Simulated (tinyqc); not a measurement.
On-chip power grid, static voltage drop by conjugate gradients: one step of the calculation.

A grid of 3 rows and 4 columns, node k = 4 row + column. Neighbours in a row are joined by Rx, in a column by Ry; pad nodes, which reach the supply through Rp: 0, 8. Each node draws I0, node 3 draws kh I0. The drops u = Vdd - V solve G u = i, with G the conductance matrix (1/Rp added on the diagonal at pad nodes).

Question. Diagonal of G, loads and first direction. G_kk = sum of the conductances at node k. Start u = 0, so the residual is r = i; z = r/G_kk (Jacobi preconditioner), p = z.

Inputs (values chosen for the exercise): resistance of a horizontal segment Rx = 0.64 ohm; resistance of a vertical segment Ry = 1.1 ohm; resistance from a pad node to the supply Rp = 0.031 ohm; load current of an ordinary node I0 = 1.5 mA; factor on the load at the hot node kh = 5.

Give: G_kk; r at the start; p at the start.

Answer.

G_kk (S):

|  | col 0 | col 1 | col 2 | col 3 |
|---|---|---|---|---|
| row 0 | 34.730 | 4.0341 | 4.0341 | 2.4716 |
| row 1 | 3.3807 | 4.9432 | 4.9432 | 3.3807 |
| row 2 | 34.730 | 4.0341 | 4.0341 | 2.4716 |

r at the start (mA):

|  | col 0 | col 1 | col 2 | col 3 |
|---|---|---|---|---|
| row 0 | 1.5000 | 1.5000 | 1.5000 | 7.5000 |
| row 1 | 1.5000 | 1.5000 | 1.5000 | 1.5000 |
| row 2 | 1.5000 | 1.5000 | 1.5000 | 1.5000 |

p at the start (mV):

|  | col 0 | col 1 | col 2 | col 3 |
|---|---|---|---|---|
| row 0 | 0.043191 | 0.37183 | 0.37183 | 3.0345 |
| row 1 | 0.44370 | 0.30345 | 0.30345 | 0.44370 |
| row 2 | 0.043191 | 0.37183 | 0.37183 | 0.60690 |

Program tinyqc, `OMP_NUM_THREADS=1 python tinyqc.py 2770196 2770197 out.jsonl`; Intel Xeon 2.30GHz, shared host, one thread, about 0.1 s.
